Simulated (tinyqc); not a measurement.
Diameter from the threshold shift.

Question. Undoped body with a flat potential across it, hard walls, transport along x. Three valley pairs (g = 2 each) with the longitudinal mass along x, y or z. Non-parabolicity enters the subband edges through E (1 + al E) = gamma, so E = 2 gamma/(1 + sqrt(1 + 4 al gamma)); motion within a subband is taken as parabolic with the band-edge mass. Energies are counted from the bulk band edge. gamma = C (2 z/(t + dl))^2 (1/my + 1/mz)/2, z the zeros of the Bessel functions J_l (2.404826, 3.831706, 5.135622, 5.520078, ...), twofold for l > 0; the mean inverse mass is an approximation for anisotropic valleys, C = hbar^2/(2 m0). Each subband has N_k = g sqrt(2 mx m0 kB T/(pi hbar^2)); without degeneracy n = exp(EF/Vt) sum N_k exp(-E_k/Vt). Classical value Nc times pi t^2/4, Nc = sum over valleys of 2 g (m m0 kB T/(2 pi hbar^2))^1.5 with m = (mx my mz)^(1/3). Threshold shift dVT = Vt ln(classical value/sum N_k exp(-E_k/Vt)). Find t and the lowest subband edge.

Parameters, values chosen for the exercise; masses close to those of silicon: temperature T = 200 K; longitudinal mass ml = 0.926 m0; transverse mass mt = 0.189 m0; non-parabolicity al = 0 1/eV; widening of the box by penetration into the insulator dl = 0.3 nm.

Constants: q = 1.602176634e-19 C, kB = 1.380649e-23 J/K, hbar = 1.054571817e-34 J s, m0 = 9.1093837015e-31 kg, Vt = kB T/q, hbar^2/(2 m0) = 0.0380998212 eV nm^2. Results are converted to the units shown.

dVT = 46.555477 mV

Solution. dVT is evaluated for trial values of t with all subbands; between 1.5 and 25 nm one value matches.

t = 7.100 nm
E_1 = 51.27 meV

Program tinyqc, `OMP_NUM_THREADS=1 python tinyqc.py 2350055 2350056 out.jsonl`; Intel Xeon 2.30GHz, shared host, one thread, about 0.2 s.
